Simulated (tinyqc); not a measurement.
Raising U: Hubbard chain of 4 sites, mean field against exact. Computed by the program tinyqc. Command: `OMP_NUM_THREADS=1 python tinyqc.py 112193 112194 out.jsonl`; one thread of a shared host (Intel(R) Xeon(R) Processor @ 2.60GHz), about 5 s.

one-body matrix (hopping and site energies) (eV):
```
         1        2        3        4
1  -0.5900  -1.1800   0.0000   0.0000
2  -1.1800  -0.0800  -1.1800   0.0000
3   0.0000  -1.1800   0.3700  -1.1800
4   0.0000   0.0000  -1.1800   0.0400
```

electrons, up and down: 2  1

Collinear unrestricted mean field (the lowest of 40 random starts) against exact diagonalisation.

Exact and mean-field results (eV):
```
U            U/t    E exact  E mean field  mean |n_up - n_down|  double occupancy, exact  first gap in the sector
0.5900    0.5000  -4.494084     -4.479178                0.2539                   0.1094                   1.0907
1.1800    1.0000  -4.253062     -4.195461                0.2725                   0.0950                   1.0522
2.3600    2.0000  -3.865022     -3.664646                0.3412                   0.0704                   0.9317
3.5400    3.0000  -3.578263     -3.232362                0.4468                   0.0520                   0.8059
4.7200    4.0000  -3.365408     -2.928164                0.5305                   0.0389                   0.6967
7.0800    6.0000  -3.081348     -2.564719                0.6155                   0.0231                   0.5348
9.4400    8.0000  -2.906353     -2.413651                0.7310                   0.0148                   0.4279
14.1600  12.0000  -2.707857     -2.314732                0.7418                   0.0074                   0.3017
23.6000  20.0000  -2.533317     -2.235726                0.7471                   0.0029                   0.1877
```

In absolute terms mean field is worst at U/t = 6.0, 0.517 eV too high: at small U it is nearly exact, and at large U it still misses the motion of the hole through a fluctuating spin background. Relative to the exact energy its error is 0.3 % at the smallest U, 17 % at most and 12 % at the largest. The double occupancy falls from 0.109 to 0.003.
